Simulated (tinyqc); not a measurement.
Coverage along the feature as the dose grows: atomic layer deposition: Langmuir saturation, growth per cycle and coating of deep features. Computed by tinyqc, a small Python program. Command: `OMP_NUM_THREADS=1 python tinyqc.py 3026814 3026815 out.jsonl ald walk`. One thread of a shared host (Intel(R) Xeon(R) Processor @ 2.30GHz), about 0.01 s of CPU time with the checks.

Precursor A sticks only on free sites, so a long enough pulse saturates; co-reactant B then frees the sites again.

Inputs (values chosen for the exercise, modelled on aluminium oxide from trimethylaluminium and water): precursor mass M = 72 u; site density q = 4.5 1/nm^2; sticking probability beta on free sites = 0.0068; precursor pressure p = 18 Pa; temperature T = 175 C; pulse time t = 0.013 s; desorption energy E_d = 1.5 eV; aspect ratio a = 19.

Feature: long trench.

Constants: u = 1.6605390666e-27 kg; k_B = 1.380649e-23 J/K; k_B = 8.617333262e-05 eV/K.

Method:
- Wall flux F = p/sqrt(2 pi M k_B T); rate of filling k_a = beta F/q; desorption k_d = 1e13 exp(-E_d/(k_B T)) per second. 1/m^2 = 1e-18/nm^2.
- Temperatures in kelvin are T(C) + 273.15.
- Diffusion-limited filling (Gordon) of a long trench of width w, hydraulic diameter 2w, so that a is replaced by a/2 in the hole formula: t = (q/F)(1 + 19a/8 + 3a^2/8). Reaction-limited filling needs ln(100)/k_a at any depth, k_a = beta F/q. Flow is molecular. The front picture holds when the modulus (a/2) sqrt(beta) is well above 1.
- Depth reached by the given pulse: solve the same formula for a. Exposure = p x diffusion-limited time; 1 langmuir = 1.33322e-4 Pa s.
- Continuum model with steady gas transport: d2n/dz2 = 3 beta (1 - th) n/d_h^2 (d_h the hydraulic diameter, n = 1 at the mouth, no flux at the floor, 60 cells), d th/dt = beta F n (1 - th)/q; no desorption. Times are multiples of the larger of the Gordon time and ln(100)/k_a.

diffusion-limited time = 0.00309350 s

time to 99 % without desorption, ln(100)/k_a = 0.0115428 s

flux F = 264021 1/(nm^2 s)

modulus = 0.783390

Coverage:
```
multiple     t (s)  top cell  quarter depth  half depth  three quarters  floor cell
0.05      0.000577     0.204          0.162       0.132           0.115       0.109
0.10      0.001154     0.366          0.301       0.252           0.223       0.213
0.20      0.002309     0.599          0.521       0.458           0.417       0.404
0.40      0.004617     0.840          0.787       0.738           0.704       0.692
0.60      0.006926     0.936          0.910       0.884           0.866       0.859
0.80      0.009234     0.975          0.963       0.952           0.943       0.940
1.00      0.011543     0.990          0.985       0.980           0.977       0.975
1.30      0.015006     0.997          0.996       0.995           0.994       0.994
```

What follows from these numbers?

At a multiple of 0.2 the coverage is 0.60 at the top and 0.40 at the floor. The coverage falls gradually with depth, without a sharp front. In the last row the floor reaches 0.994. Caution: the modulus is not well above 1 or the Gordon time is under three times ln(100)/k_a, so there is no sharp front: the Gordon time is only a lower bound and the reaction time must be met as well.
